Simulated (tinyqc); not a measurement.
## MOS capacitor on a p-type substrate, surface potential from the exact charge relation: effect of the relative permittivity of the gate insulator on threshold and swing

Uniform p-type substrate, Boltzmann statistics, full ionisation, classical densities. psi is the surface potential against the body (positive when the bands bend down) and u = psi/Vt. Traps are spread evenly over the gap and neutral at flat band, so their charge is -q Dit psi; the minority quasi-Fermi level is shifted by Vb.

ni = sqrt(Nc Nv) exp(-Eg/(2 Vt)), Eg in volts; phiF = Vt ln(N/ni); Cox = eps0 eox/tox; Vfb = phiM - chi - (Eg - Vt ln(Nv/N)) - q Nf/Cox; VT = Vfb + [(2 phiF + Vb)(1 + q Dit/Cox) + sqrt(2 eps0 eps_r q N (2 phiF + Vb))/Cox]. gamma = sqrt(2 eps0 eps_r q N)/Cox; Wm = sqrt(2 eps0 eps_r (2 phiF + Vb)/(q N)); m = 1 + (eps0 eps_r/Wm + q Dit)/Cox; swing m Vt ln 10; Cmin/Cox = 1/(1 + Cox Wm/(eps0 eps_r)).

Inputs (values chosen for the exercise); band and dielectric values close to those of In0.53Ga0.47As:
```
symbol    value         unit                                               meaning
T           300            K                                           temperature
Eg        0.749           eV                                              band gap
eps_r      13.7                                              relative permittivity
Nc      2.14e17        cm^-3                conduction-band density of states at T
Nv      7.84e18        cm^-3                   valence-band density of states at T
chi         4.5           eV                                     electron affinity
N        2.5e16        cm^-3                     acceptor density of the substrate
tox          11           nm                                   insulator thickness
phiM       4.51           eV                                    gate work function
Nf      -1.1e11        cm^-2          fixed charge at the interface, in units of q
Dit           0  cm^-2 eV^-1                            density of interface traps
Vb          1.6            V  reverse bias of the inversion layer against the body
```

Constants: q = 1.602176634e-19 C, kB = 1.380649e-23 J/K, Vt = kB T/q, eps0 = 8.8541878128e-14 F/cm where lengths are in cm. Results are converted to the units shown.

The same in every row: 2 phiF (V) = 0.5449; Wm (nm) = 360.4.

Effect of the relative permittivity of the gate insulator on threshold and swing:
```
eox	Vfb (V)	gamma (V^0.5)	VT (V)	m	swing (mV/decade)	Cmin/Cox
3.9	-0.5343	0.3140	2.071	1.107	65.91	0.09683
5	-0.5466	0.2449	1.957	1.084	64.50	0.07717
7.5	-0.5612	0.1633	1.823	1.056	62.84	0.05280
9	-0.5661	0.1361	1.778	1.046	62.29	0.04439
15	-0.5758	0.08164	1.689	1.028	61.19	0.02712
22	-0.5804	0.05567	1.646	1.019	60.66	0.01865
30	-0.5831	0.04082	1.622	1.014	60.36	0.01375
```

As eox goes from 3.9 to 30, VT falls from 2.07 to 1.62 V, the swing falls from 65.9 to 60.4 mV/decade and Cmin/Cox falls from 0.0968 to 0.0137. Of the change of VT by -0.449 V, -0.0488 V comes from Vfb and -0.400 V from the band bending and the charge it takes. m - 1 goes as eox^(-1.00), that is as 1/Cox.

Computed by the program tinyqc: `OMP_NUM_THREADS=1 python tinyqc.py 2060008 2060009 out.jsonl`, one thread of a shared Intel Xeon 2.30GHz, about 0.01 s for the whole run.
